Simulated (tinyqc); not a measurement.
Placement within one cell: pair of shallow donors (hydrogen-like orbitals).

Each donor has the orbital exp(-r/a); energy unit Ha* = q/(eps a), q = e^2/(4 pi eps0), so that a lone donor is bound by Ha*/2; x = R/a. One electron: S = (1 + x + x^2/3) exp(-x), j = 1/x - (1 + 1/x) exp(-2x), k = (1 + x) exp(-x); levels E(+/-) = -1/2 - (j +/- k)/(1 +/- S) in Ha*, without the repulsion of the ions, split by D = |E(-) - E(+)|. In six valleys the overlaps S and k are multiplied by v = [cos(K Rx) + cos(K Ry) + cos(K Rz)]/3, K = k0 (2 pi/a_lat), for isotropic envelopes and the symmetric valley state.

Two electrons, Heitler-London: with S' = (1 - x + x^2/3) exp(x), C = 1/x - exp(-2x)(1/x + 11/8 + 3x/4 + x^2/6), X = (1/5){exp(-2x)(25/8 - 23x/4 - 3x^2 - x^3/3) + (6/x)[S^2 (0.5772157 + ln x) + S'^2 Ei(-4x) - 2 S S' Ei(-2x)]}, Q = C - 2j + 1/x and A = X - 2 S k + S^2/x, the singlet and triplet lie at (Q +/- w A)/(1 +/- w S^2) from two lone donors, with the valley weight w = v^2; the exchange is J = triplet - singlet.

Constants: e^2/(4 pi eps0) = 14.39964547 eV angstrom.

Values chosen for the exercise (near those of two donors in Si; not measured data): a = 16.9 angstrom (orbital radius); eps = 11.6 (dielectric constant); a_lat = 5.431 angstrom (lattice constant); k0 = 0.851 2 pi/a_lat (valley position); sites = ((14, 0, 0), (14.25, 0.25, 0.25), (14.5, 0.5, 0), (14, 0.5, 0.5), (13.75, 0.25, -0.25), (14.75, 0.25, -0.25), (14, 1, 0), (14.25, 0.75, -0.25), (15, 0.5, 0.5)) a_lat (positions of the second donor).

D and J for each site, and for v = 1.

Results:

| site | R (angstrom) | v | D (meV) | J (micro-eV) | J for v = 1 |
|---|---|---|---|---|---|
| (14, 0, 0) | 76.0 | 0.953 | 4.40 | 639 | 704 |
| (14.25, 0.25, 0.25) | 77.4 | 0.388 | 1.66 | 93.5 | 622 |
| (14.5, 0.5, 0) | 78.8 | -0.142 | 0.570 | 11.1 | 550 |
| (14, 0.5, 0.5) | 76.1 | -0.309 | 1.40 | 66.7 | 698 |
| (13.75, 0.25, -0.25) | 74.7 | 0.054 | 0.260 | 2.32 | 793 |
| (14.75, 0.25, -0.25) | 80.1 | -0.161 | 0.609 | 12.6 | 487 |
| (14, 1, 0) | 76.2 | 0.817 | 3.72 | 462 | 692 |
| (14.25, 0.75, -0.25) | 77.5 | 0.095 | 0.405 | 5.58 | 617 |
| (15, 0.5, 0.5) | 81.6 | -0.564 | 2.01 | 136 | 428 |

Over these sites the envelope alone changes J by a factor 1.85, and the valley factor v^2 by 310; J runs from 2.32 at (13.75, 0.25, -0.25) to 639 micro-eV at (14, 0, 0). Moves of less than one lattice constant change the phases of the valleys along each axis that moves, so the placement must be exact to the site.

Program tinyqc; command `OMP_NUM_THREADS=1 python tinyqc.py 1252473 1252474 out.jsonl`; about 0.01 s on one thread of a shared Intel(R) Xeon(R) Processor @ 2.30GHz.
